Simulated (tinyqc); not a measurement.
Surface potential of a MOS transistor: implicit equation and explicit approximations: one step of the calculation.

p-type body, charge-sheet picture, depletion and inversion only, full ionisation (an idealisation for deep acceptors), Boltzmann statistics (rough once Na exp(x - xn) passes about Nc/7). In units of Vt: xg = (Vg - Vfb)/Vt, x = psi/Vt, G = gamma/sqrt(Vt), xn = (2 phiF + Vc)/Vt. The implicit equation is (xg - x)^2 = G^2 [x - 1 + exp(x - xn)] for x above about 3. Cox = eps0 eox/tox.

Problem. Potential, charges and gate control. psi = Vt x; N_dep = Cox Vt G sqrt(x - 1)/q; N_inv = (Cox Vt G/q) [sqrt(x - 1 + exp(x - xn)) - sqrt(x - 1)]; dpsi/dVg = 1/[1 + G^2 (1 + exp(x - xn))/(2 (xg - x))].

Values chosen for this exercise; band and dielectric values close to those of silicon: temperature T = 400 K; relative permittivity of the gate insulator (close to silicon dioxide) eox = 3.9; insulator thickness tox = 5.5 nm; channel-body voltage Vc = 0 V.

Constants: q = 1.602176634e-19 C, kB = 1.380649e-23 J/K, Vt = kB T/q, eps0 = 8.8541878128e-14 F/cm where lengths are in cm. Results are converted to the units shown.

converged x = 14.453132
G = 1.2005077
xn = 19.627833
xg = 18.857342

Give: psi; N_dep; N_inv; dpsi/dVg.

Solution.

psi = 0.4982 V
N_dep = 5.948e11 cm^-2
N_inv = 1.251e8 cm^-2
dpsi/dVg = 0.8587

psi lies 5.2 Vt below 2 phiF + Vc.

Computed by the program tinyqc: `OMP_NUM_THREADS=1 python tinyqc.py 2122060 2122061 out.jsonl`, one thread of a shared Intel Xeon 2.30GHz, about 0.01 s for the whole run.
